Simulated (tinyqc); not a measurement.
# From lower edge back to dose Q

Model: implant damage, amorphisation by cascade overlap, and solid-phase epitaxial regrowth. Computed by tinyqc, a small Python program. Command: `OMP_NUM_THREADS=1 python tinyqc.py 3113083 3113084 out.jsonl sper inv`. One thread of a shared host (Intel(R) Xeon(R) Processor @ 2.30GHz), about 0.01 s of CPU time with the checks.

Range and width of the damage are inputs. Dynamic annealing enters only through the surviving share f.

Inputs (values chosen for the exercise, modelled on silicon ions in germanium):

| quantity | value | unit |
|---|---|---|
| atomic density N | 44.2 | 1/nm^3 |
| ion Z1 | 14 | - |
| ion mass M1 | 28 | u |
| target Z2 | 32 | - |
| target mass M2 | 72.63 | u |
| ion energy E | 56 | keV |
| displacement energy E_d | 13 | eV |
| depth of the damage peak R_d | 46 | nm |
| width of the damage profile s_d | 25 | nm |
| share of defects that survive f | 0.55 | - |
| critical displaced share x_c | 0.16 | - |

Constants: a_0 = 0.529177210903 angstrom; e^2/(4 pi eps_0) = 14.39964548 eV angstrom.

Method. Robinson partition: eps = E a M2/(Z1 Z2 (e^2/(4 pi eps_0)) (M1 + M2)), a = 0.8853 a_0/sqrt(Z1^(2/3) + Z2^(2/3)); k = 0.0793 Z1^(2/3) Z2^(1/2) (M1 + M2)^(3/2)/((Z1^(2/3) + Z2^(2/3))^(3/4) M1^(3/2) M2^(1/2)); damage energy T_d = E/(1 + k (eps + 0.40244 eps^(3/4) + 3.4008 eps^(1/6))); displacements nu = 0.8 T_d/(2 E_d). Displaced share x(z) = f nu Q exp(-(z - R_d)^2/(2 s_d^2))/(sqrt(2 pi) s_d N); the layer is amorphous where x > x_c, between R_d -/+ s_d sqrt(2 ln(x_max/x_c)), the upper edge being cut at the surface. Threshold dose Q_c = Q x_c/x_max.

Question. A run gave the result below. Find the dose Q, known to lie between 7.5e+14 and 1.6e+15 1/cm^2.

lower edge = 99.8289 nm

Answer.

Each step takes the trial c = (a f_b - b f_a)/(f_b - f_a), f being the result less the target and a, b, c the logarithms of the listed values; c replaces end b, the old b replaces a if the sign of f changed, and otherwise f_a is halved.

Scan of the range:

| dose Q (1/cm^2) | lower edge (nm) |
|---|---|
| 7.50e+14 | 96.279 |
| 8.51e+14 | 97.826 |
| 9.65e+14 | 99.320 |
| 1.10e+15 | 100.834 |
| 1.24e+15 | 102.183 |
| 1.41e+15 | 103.594 |
| 1.60e+15 | 104.950 |

False position (Illinois rule, in the logarithm of the input) inside the bracket:

| step | end a | end b | trial | lower edge (nm) |
|---|---|---|---|---|
| 1 | 9.65000e+14 | 1.10000e+15 | 1.00841e+15 | 99.8336 |
| 2 | 9.65000e+14 | 1.00841e+15 | 1.00760e+15 | 99.8243 |
| 3 | 1.00841e+15 | 1.00760e+15 | 1.00800e+15 | 99.8289 |
| 4 | 1.00760e+15 | 1.00800e+15 | 1.00800e+15 | 99.8289 |

Lower edge rises at every point of a 13-point scan of the range (every second point is shown), so one value fits; it is bracketed by 9.65e14 and 1.10e15. Answer: dose Q = 1.008e15 1/cm^2.
